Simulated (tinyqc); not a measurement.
Effective-mass impurity with a central-cell term, in a basis of Slater functions. Changing the central-cell range lambda. Computed by tinyqc, a small Python program. Command: `OMP_NUM_THREADS=1 python tinyqc.py 3016867 3016868 out.jsonl centralcell sweep`. One thread of a shared host (Intel(R) Xeon(R) Processor @ 2.30GHz), about 0.02 s of CPU time with the checks.

The envelope obeys H = -nabla^2 - (2/r) [Z + A exp(-kappa r)] in effective units, with kappa = a*/lambda; positive A deepens the well near the core.

Inputs (values chosen for the exercise, for a model semiconductor):
```
quantity,value,unit
effective mass m,0.421,m_0
dielectric constant eps,10.9,-
charge Z of the core,1,-
central-cell strength A,-3.1,-
```

Impurity: acceptor, one isotropic band.

Constants: Ry = 13.605693123 eV; a_0 = 0.529177210903 angstrom.

Method:
- Units: Ry* = Ry m/eps^2 and a* = a_0 eps/m, with m in m_0.
- kappa = a*/lambda; the hydrogenic ground state is bound by Z^2 Ry*.
- For s functions exp(-zeta r), with s = zeta_i + zeta_j: S = 2/s^3, T = zeta_i zeta_j S, V = -2 Z/s^2, W = -2 A/(s + kappa)^2; each function is normalised by dividing by sqrt(S_ii S_jj).
- Large basis: zeta_i = 0.06 x 1.6^(i-1), i = 1..22, same formulas; for p functions r exp(-zeta r): S = 24/s^5, T = zeta_i zeta_j S (centrifugal term included), V = -12 Z/s^4, W = -12 A/(s + kappa)^4; overlap eigenvalues below 1e-11 are dropped.
- Binding energies are -E Ry*; the effective quantum number is nu = Z/sqrt(-E); |psi(0)|^2 is given relative to the hydrogenic Z^3/(pi a*^3).

One run for each value:
```
central-cell range lambda (angstrom),1s binding energy (meV),2s binding energy (meV),2p binding energy (meV),relative |psi(0)|^2,kappa (1/a*)
0.50,47.02,11.90,12.05,0.5989,27.40
0.59,46.63,11.85,12.05,0.5446,23.22
0.69,46.17,11.79,12.05,0.4905,19.86
0.81,45.58,11.72,12.05,0.4332,16.91
0.95,44.86,11.62,12.05,0.3757,14.42
1.10,44.07,11.52,12.05,0.3235,12.46
1.30,43.00,11.38,12.05,0.2666,10.54
1.50,41.93,11.23,12.05,0.2210,9.13
```

Over the rows, 1s binding energy (meV) falls from 47.0 to 41.9 (exponent d ln y / d ln x -0.050 between the first rows and -0.18 between the last); 2s binding energy (meV) falls from 11.9 to 11.2 (exponent d ln y / d ln x -0.025 between the first rows and -0.090 between the last); 2p binding energy (meV) falls from 12.053 to 12.046. To first order the 1s shift grows as lambda^2 while kappa = a*/lambda is large against 2 Z, and more slowly after; 2p vanishes at the core and moves far less.
